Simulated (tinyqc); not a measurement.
Inside a calculation: band edges of strained Si(1-x)Ge(x) on relaxed Si(1-y)Ge(y). Values are carried at full precision from step to step, so a last printed digit may differ when a step is redone from the rounded ones.

Values are linear in the Ge fraction but for ED(x) = linear - CD x (1 - x) and a(x) = linear - Ca x (1 - x). Energies are on the common scale of Ev.

Inputs chosen for the exercise (end members near Si and Ge, in this order; the results hold for these values, not for the real material):

| symbol | value | unit | meaning |
|---|---|---|---|
| a | (5.424, 5.662) | angstrom | lattice constant |
| Dso | (0.044, 0.292) | eV | spin-orbit splitting |
| av | (2.47, 1.22) | eV | valence hydrostatic potential |
| b | (-2.12, -2.57) | eV | tetragonal shear potential |
| d | (-4.83, -5.26) | eV | trigonal shear potential |
| C11 | (166.3, 127) | GPa |  |
| C12 | (63.8, 48.3) | GPa |  |
| C44 | (79.4, 65.9) | GPa |  |
| Ev | (0, 0.72) | eV | top of the unstrained valence band |
| ED | (1.164, 0.928) | eV | gap to the Delta valleys |
| EL | (2.038, 0.726) | eV | gap to the L valleys |
| aD | (1.71, 1.22) | eV | hydrostatic potential of the Delta gap |
| aL | (-3.2, -2.71) | eV | hydrostatic potential of the L gap |
| XuD | (9.43, 9.07) | eV | uniaxial potential, Delta |
| XuL | (16.09, 15.3) | eV | uniaxial potential, L |
| CD | 0.209 | eV | bowing of the Delta gap |
| Ca | 0 | angstrom | bowing of the lattice constant |
| x | 0.12 |  | Ge fraction of the layer |
| y | 0.72 |  | Ge fraction of the relaxed buffer |
| face | 001 |  | growth face |

## Values of the layer and the buffer

Interpolate at x and at y.

Interpolated values (a in angstrom, C11, C12, C44 in GPa, all else in eV):

| symbol | layer | buffer |
|---|---|---|
| a | 5.4526 | 5.5954 |
| Dso | 0.0738 | 0.2226 |
| av | 2.3200 | 1.5700 |
| b | -2.1740 | -2.4440 |
| d | -4.8816 | -5.1396 |
| C11 | 161.5840 | 138.0040 |
| C12 | 61.9400 | 52.6400 |
| C44 | 77.7800 | 69.6800 |
| Ev | 0.0864 | 0.5184 |
| ED | 1.1136 | 0.9519 |
| EL | 1.8806 | 1.0934 |
| aD | 1.6512 | 1.3572 |
| aL | -3.1412 | -2.8472 |
| XuD | 9.3868 | 9.1708 |
| XuL | 15.9952 | 15.5212 |

## Strain of the layer on a (001) buffer

Coherent growth on a (001) face: e_par = (a(y) - a(x))/a(x), e_perp = -2 (C12/C11) e_par; exx = eyy = e_par, ezz = e_perp, no shear.

Use the elastic constants of the layer.

e_par = 0.026190
e_perp = -0.020078

strain tensor in the cubic axes:
```
          x         y          z
x  0.026190  0.000000   0.000000
y  0.000000  0.026190   0.000000
z  0.000000  0.000000  -0.020078
```

The layer is under tension in the plane; its volume changes by +3.230 %.

## Conduction valleys of the layer

A valley with unit axis u lies at Ev + gap + (av + a_valley) tr(e) + Xu (u.e.u - tr(e)/3); the Delta axes are x, y, z and the L axes [111], [1-1-1], [-11-1], [-1-11]. The second-order shift of the Delta valleys under shear is left out; it lowers the pair normal to the sheared plane by tens of meV at a shear of 1 %.

Give the hydrostatic shifts, the uniaxial shifts and the edges.

hydrostatic shifts of Delta and L (eV): 0.1283  -0.0265

uniaxial shifts (eV): Delta x 0.1448, Delta y 0.1448, Delta z -0.2895, L [111] 0.0000, L [1-1-1] 0.0000, L [-11-1] 0.0000, L [-1-11] 0.0000

valley edges (eV): Delta x 1.4731, Delta y 1.4731, Delta z 1.0387, L [111] 1.9404, L [1-1-1] 1.9404, L [-11-1] 1.9404, L [-1-11] 1.9404

The lowest set is Delta2 (the digit counts whole valleys) at 1.0387 eV; the Delta valleys spread over 434 meV and the L valleys over 0 meV.

## Valence edges of the layer

Valence edges: Ev plus the levels of the 6 x 6 matrix of X, Y, Z times spin with -Dso/3 + l exx + m (eyy + ezz) on the diagonal (cyclic), n exy off it, l = av + 2 b, m = av - b, n = sqrt(3) d. Spin-orbit term (Dso/3) L.sigma on X, Y, Z with (L_k)_ij = -i epsilon_kij: <X+|H|Y+> = -i Dso/3, <X+|H|Z-> = Dso/3, <Y+|H|Z-> = -i Dso/3, <Z+|H|X-> = -Dso/3, <Z+|H|Y-> = i Dso/3, <X-|H|Y-> = i Dso/3, and their conjugates; + and - are the spin along z.

Give the strain block and the three twofold edges.

strain block (eV):
```
         X        Y       Z
X  -0.0256        0       0
Y        0  -0.0256       0
Z        0        0  0.2761
```

edges from the top (eV): 0.3416  0.0608  0.0079

The top two edges are split by 281 meV.

## Gap and offsets against the buffer

Buffer: Ev(y) and Ec = Ev(y) + min(ED, EL). dEc = Ec(buffer) - Ec(layer), dEv = Ev(layer) - Ev(buffer); positive values confine the carrier in the layer; type I if both have one sign.

gap of the strained layer = 0.6972 eV
gap of the buffer = 0.9519 eV
dEc = 0.4316 eV
dEv = -0.1768 eV

Type II: electrons collect in the layer (432 meV) and holes in the buffer (177 meV). The relaxed layer would have a gap of 1.114 eV, so strain has moved it by -416 meV.

## Checks

- Mean of the three Delta edges against the hydrostatic shift alone (eV): both 1.32828.

(tinyqc, `OMP_NUM_THREADS=1 python tinyqc.py 1050218 1050219 out.jsonl`, Intel(R) Xeon(R) Processor @ 2.30GHz, 1 thread, shared host, about 0.01 s.)
